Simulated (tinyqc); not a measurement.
Defect-molecule model of a vacancy with Jahn-Teller distortion: sweeps and comparisons. A value that a table varies takes the place of the one given here.

Four dangling hybrids a, b, c, d point into the vacancy: H_ii = E0, and -gm between any two. A tetragonal distortion Q pairs a with b and c with d: those two couplings become -gm - I Q and the other four -gm + I Q/2, at an elastic cost k Q^2/2. The a1 level holds two electrons; charge states 2+, + and 0 put n = 0, 1, 2 more into the lowest level of t2 origin. Energy from the 2+ state at Q = 0, with the Fermi level mu counted from Ev: W_n(Q) = n (et - 2 I Q) + k Q^2/2 + Uc n (n - 1)/2 - n mu. et = E0 + gm is the undistorted t2 level.

Constants: kB = 8.617333262e-05 eV/K.

Values chosen for the exercise (of the size used for the vacancy in silicon; not measured data): E0 = -0.08 eV (level of a dangling hybrid, from Ev); gm = 0.36 eV (coupling between two dangling hybrids); I = 1.11 eV/angstrom (Jahn-Teller coupling); k = 17.1 eV/angstrom^2 (force constant of the mode); Uc = 0.25 eV (repulsion of two electrons in one orbital); T = 400 K (temperature); mu1 = -0 eV (first Fermi level).

## Occupation against the Fermi level

Weights g_n exp(-W_n/kT) with W_n = n et - n^2 E_JT + Uc n (n - 1)/2 - n mu, E_JT = 2 I^2/k, degeneracies 1, 6 (spin and three axes) and 3; mu = mu1 + 0.03 j eV.

Shares:

| mu (eV) | 2+ | + | 0 | mean charge |
|---|---|---|---|---|
| 0.00 | 0.8930 | 0.1039 | 0.0031 | 1.8899 |
| 0.03 | 0.7708 | 0.2142 | 0.0150 | 1.7557 |
| 0.06 | 0.5634 | 0.3739 | 0.0627 | 1.5008 |
| 0.09 | 0.3107 | 0.4923 | 0.1970 | 1.1137 |
| 0.12 | 0.1191 | 0.4505 | 0.4304 | 0.6887 |
| 0.15 | 0.0326 | 0.2948 | 0.6725 | 0.3601 |
| 0.18 | 0.0071 | 0.1540 | 0.8388 | 0.1683 |
| 0.21 | 0.0014 | 0.0713 | 0.9273 | 0.0741 |
| 0.24 | 0.0003 | 0.0312 | 0.9686 | 0.0317 |

How do the results move?

U_eff = Uc - 2 E_JT = -0.038 eV and kT = 34.5 meV. The + state reaches at most 49.2 % on these rows, at mu = 0.09 eV. The mean charge goes from 1.89 to 0.03.

## When U turns negative

The force constant is varied. E_JT = 2 I^2/k, E(2+/+) = et - E_JT, E(+/0) = et - 3 E_JT + Uc, U_eff = Uc - 2 E_JT.

Against k:

| k (eV/angstrom^2) | E_JT (eV) | (2+/+) (eV) | (+/0) (eV) | U_eff (eV) | Q of the neutral state (angstrom) |
|---|---|---|---|---|---|
| 8 | 0.3080 | -0.0280 | -0.3941 | -0.3660 | 0.5550 |
| 12 | 0.2054 | 0.0746 | -0.0861 | -0.1607 | 0.3700 |
| 16 | 0.1540 | 0.1260 | 0.0680 | -0.0580 | 0.2775 |
| 24 | 0.1027 | 0.1773 | 0.2220 | 0.0447 | 0.1850 |
| 32 | 0.0770 | 0.2030 | 0.2990 | 0.0960 | 0.1388 |
| 48 | 0.0513 | 0.2287 | 0.3760 | 0.1473 | 0.0925 |
| 64 | 0.0385 | 0.2415 | 0.4145 | 0.1730 | 0.0694 |
| 96 | 0.0257 | 0.2543 | 0.4530 | 0.1987 | 0.0462 |

k at which U_eff = 0 = 19.71 eV/angstrom^2

How do the results move?

Levels below 0 lie in the valence band. U_eff is negative for k below 4 I^2/Uc = 19.7: 3 of the 8 rows. The gain grows as n^2, so the second electron wins 3 E_JT where the first wins E_JT. For a stiff lattice the levels tend to et = 0.280 and et + Uc = 0.530 eV. Distortions above about 0.5 angstrom (1 of the rows) are beyond a linear coupling.

## What each parameter does

E_JT = 2 I^2/k, E(2+/+) = et - E_JT, E(+/0) = et - 3 E_JT + Uc, U_eff = E(+/0) - E(2+/+); a1 level E0 - 3 gm. Each row changes one parameter from the base and keeps the others.

Results:

| case | (2+/+) (eV) | (+/0) (eV) | U_eff (eV) | a1 (eV) |
|---|---|---|---|---|
| base | 0.1359 | 0.0977 | -0.0382 | -1.1600 |
| E0 = -0.03 eV | 0.1859 | 0.1477 | -0.0382 | -1.1100 |
| gm = 0.4 eV | 0.1759 | 0.1377 | -0.0382 | -1.2800 |
| I = 1.221 eV/angstrom | 0.1056 | 0.0069 | -0.0987 | -1.1600 |
| k = 18.81 eV/angstrom^2 | 0.1490 | 0.1370 | -0.0120 | -1.1600 |
| Uc = 0.31 eV | 0.1359 | 0.1577 | 0.0218 | -1.1600 |

What can be read from the table?

The largest shifts from the base row, up to three for each result and ties (the steps differ in size, so this ranks the rows, not the parameters). (2+/+) (eV): E0 +0.0500, gm +0.0400, I -0.0303; unchanged at the printed digits by Uc. (+/0) (eV): I -0.0908, Uc +0.0600, E0 +0.0500. U_eff (eV): I -0.0605, Uc +0.0600, k +0.0262; unchanged at the printed digits by E0 and gm. a1 (eV): gm -0.1200, E0 +0.0500; unchanged at the printed digits by I, k and Uc. E0 and gm move both levels alike, so U_eff depends on I, k and Uc alone.

Run: tinyqc, `OMP_NUM_THREADS=1 python tinyqc.py 1482142 1482143 out.jsonl`; Intel(R) Xeon(R) Processor @ 2.30GHz, one thread, shared host; about 0.01 s of CPU time with all checks.
